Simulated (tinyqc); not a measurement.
Ellipsometry and reflectance of a transparent film on an absorbing substrate: one step of the calculation.

Air (index 1), film, substrate with N2 = n2 - i k2; time factor exp(+i w t). q_j = sqrt(N_j^2 - sin^2 th), root with positive real part. Fresnel coefficients r_s = (q_a - q_b)/(q_a + q_b), r_p = (N_b^2 q_a - N_a^2 q_b)/(N_b^2 q_a + N_a^2 q_b). tan(Psi) exp(i Delta) = R_p/R_s, Delta taken from 0 to 360 degrees.

Question. Interface coefficients and thickness period. q0, q1, q2 and the coefficients r01 and r12 for p and s; the results repeat in d with the period lam/(2 q1).

Parameters, values chosen for the exercise; indices close to those of silicon nitride on silicon: wavelength lam = 800 nm; angle of incidence th = 70 degrees; index of the transparent film n1 = 2.008; index of the substrate n2 = 3.692; extinction coefficient of the substrate k2 = 0.0065.

Find: q0; q1; q2; r01,p; r01,s; r12,p; r12,s; period.

Answer.

q0 = 0.3420
q1 = 1.775
q2 = 3.570-0.007i
r01,p = -0.1254
r01,s = -0.6768
r12,p = 0.2538-0.0008i
r12,s = -0.3360+0.0008i
period = 225.4 nm

Computed by the program tinyqc: `OMP_NUM_THREADS=1 python tinyqc.py 2870111 2870112 out.jsonl`, one thread of a shared Intel Xeon 2.30GHz, about 0.3 s for the whole run.
